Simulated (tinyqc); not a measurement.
Penn model of the dielectric constant and Phillips ionicity: one step. Homopolar and ionic parts.

Phillips: bond length d = sqrt(3) a/4; homopolar gap Eh = 39.74 d^(-2.48) eV (d in angstrom); Eg^2 = Eh^2 + C^2; ionicity fi = C^2/Eg^2.

Parameters, chosen for this exercise (out of a larger set: near those of InSb; not measured data): a = 6.481 angstrom (cubic lattice constant, 32 valence electrons a cell).

Penn gap Eg = 3.12792 eV

Task: Split the gap; where Eg is below Eh or within 3 % of it, C is taken as zero.

Give: d; Eh; C; fi.

Result:

d = 2.8064 angstrom
Eh = 3.075 eV
C = 0.00 eV
fi = 0.000

Eg/Eh = 1.017: the bond is covalent within the accuracy of the rule, which is wrong for a compound; the filled d shells, left out here, raise Ep and with it Eg.

tinyqc: `OMP_NUM_THREADS=1 python tinyqc.py 1680963 1680964 out.jsonl`; about 0.01 s, one thread, shared Intel(R) Xeon(R) Processor @ 2.30GHz.
